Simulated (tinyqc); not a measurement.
# Trap density from the capacitance step

Problem. A junction with shallow donors Nd and a deep trap has C_HF = eps0 eps_r/W and C_LF = eps0 eps_r (Nd + Nt)/(Nd W + Nt xt), xt = W - lam. Find W, xt and Nt.

Values chosen for this exercise: relative permittivity eps_r = 11.2; shallow donor density Nd = 2.4e16 cm^-3.

Constants: eps0 = 8.8541878128e-14 F/cm where lengths are in cm. Results are converted to the units shown.

C_HF = 51.241998 nF/cm^2
C_LF = 62.078062 nF/cm^2
lam = 124.87628 nm

Answer. C_HF gives W. With y = C_LF/C_HF, Nt/Nd = (y - 1)/(1 - y xt/W).

W = 194 nm
xt = 68.7 nm
Nt = 8.90e15 cm^-3

tinyqc, about 0.01 s, one thread, Intel Xeon 2.30GHz (shared host): `OMP_NUM_THREADS=1 python tinyqc.py 2050156 2050157 out.jsonl`
